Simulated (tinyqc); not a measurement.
What each parameter does: round or elliptic silicon nanowire with anisotropic valleys (Ritz method).

Wire along x = [100] on a (001) wafer, y = [010], z = [001]. Valley groups, two valleys each (w = inverse masses): A, axis along z: w_y = 1/mt, w_z = 1/ml, m_x = mt; B, axis along y: w_y = 1/ml, w_z = 1/mt, m_x = mt; C, axis along x: w_y = w_z = 1/mt, m_x = ml.

Hard wall on the ellipse (y/a)^2 + (z/b)^2 = 1, c = hbar^2/2m0. With u = y/a, v = z/b the operator is -c [(w_y/a^2) d2/du2 + (w_z/b^2) d2/dv2] on the unit disc. Basis (1 - u^2 - v^2) u^i v^j; S, X and Y are the disc integrals of f f', (df/du)(df'/du) and (df/dv)(df'/dv), from the integral of u^p v^q = 2 Gamma((p+1)/2) Gamma((q+1)/2)/((p + q + 2) Gamma((p+q+2)/2)) for even p, q; H = c (w_y X/a^2 + w_z Y/b^2).

Converged values use 21 functions of each parity class (e or o in u, then in v).

Constants: hbar^2/2m0 = 3.80998211 eV angstrom^2.

Values chosen for the exercise (near those of a Si nanowire; not measured data):

| symbol | value | unit | meaning |
|---|---|---|---|
| ml | 0.917 | m0 | longitudinal mass |
| mt | 0.187 | m0 | transverse mass |
| a | 32 | angstrom | semi-axis along y |
| b | 20 | angstrom | semi-axis along z |

Lowest level of groups A and B. Each row changes one parameter from the base and keeps the others.

Results:

| case | A (eV) | B (eV) | B - A (meV) |
|---|---|---|---|
| base | 0.0873 | 0.1523 | 65.0 |
| a = 35 angstrom | 0.0780 | 0.1496 | 71.6 |
| b = 18 angstrom | 0.0945 | 0.1842 | 89.7 |
| ml = 1.027 m0 | 0.0840 | 0.1506 | 66.6 |
| mt = 0.206 m0 | 0.0821 | 0.1397 | 57.6 |

The largest shifts from the base row, up to three for each result and ties (the steps differ in size, so this ranks the rows, not the parameters). A (eV): a -0.0093, b +0.0072, mt -0.0052. B (eV): b +0.0319, mt -0.0126, a -0.0027. B - A (meV): b +24.7, mt -7.4, a +6.6.

Computed by tinyqc, a small Python program: `OMP_NUM_THREADS=1 python tinyqc.py 1252116 1252117 out.jsonl` (the numbers bound the seed that draws the inputs); one thread of a shared host (Intel(R) Xeon(R) Processor @ 2.30GHz), about 0.05 s for the whole set of steps.
